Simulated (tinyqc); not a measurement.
Inside a calculation. Model: strained Delta valleys, repopulation and conductivity mass.

Numbers from tinyqc (`OMP_NUM_THREADS=1 python tinyqc.py 2530136 2530137 out.jsonl`; about 0.01 s on one thread of a shared Intel Xeon 2.30GHz). Printed values are rounded.

A cubic crystal with three pairs of conduction valleys along x, y and z under uniaxial stress X along [001] (X > 0 is tension); current along [110]. Non-degenerate electrons, fixed total density, one relaxation time for all valleys and stresses, masses unchanged by strain, so the mobility goes as the mean inverse mass.

Inputs (values chosen for the exercise); values close to those of silicon: temperature T = 350 K; compliance s11 = 7.49 1/TPa; compliance s12 = -2.12 1/TPa; compliance s44 = 12.2 1/TPa; shear deformation potential Xu = 9.06 eV; longitudinal mass ml = 0.946 m0; transverse mass mt = 0.185 m0; uniaxial stress (tension positive) X = -210 MPa.

Constants: q = 1.602176634e-19 C, kB = 1.380649e-23 J/K, Vt = kB T/q. Results are converted to the units shown.

## Strain tensor

Stress s_ij = X a_i a_j with a the unit vector along [001]; strain e_ii = s11 s_ii + s12 (s_jj + s_kk), e_ij = s44 s_ij/2.

strain (%):
```
,x,y,z
x,0.0445200,0.0000000,0.0000000
y,0.0000000,0.0445200,0.0000000
z,0.0000000,0.0000000,-0.1572900
```

## Valley shifts and shares

Valley shift dE = Xu (n.e.n - trace(e)/3) with n the valley axis; share f proportional to exp(-dE/Vt).

```
valley,dE (meV),share f
x,6.09466,0.2608591
y,6.09466,0.2608591
z,-12.18932,0.4782818
```

The splitting is 18.3 meV, 0.61 Vt.

## Conductivity mass and mobility

Inverse mass along the current d = [110]: (n.d)^2/ml + (1 - (n.d)^2)/mt; mu/mu0 = sum f (1/m) over the plain mean of 1/m.

1/m along d, valley x to z (1/m0): [3.231244, 3.231244, 5.405405]
conductivity mass = 0.2341314 m0
unstrained value = 0.2527829 m0
mu/mu0 = 1.079662

The possible range, all electrons in one kind of valley, is 0.817 to 1.37.
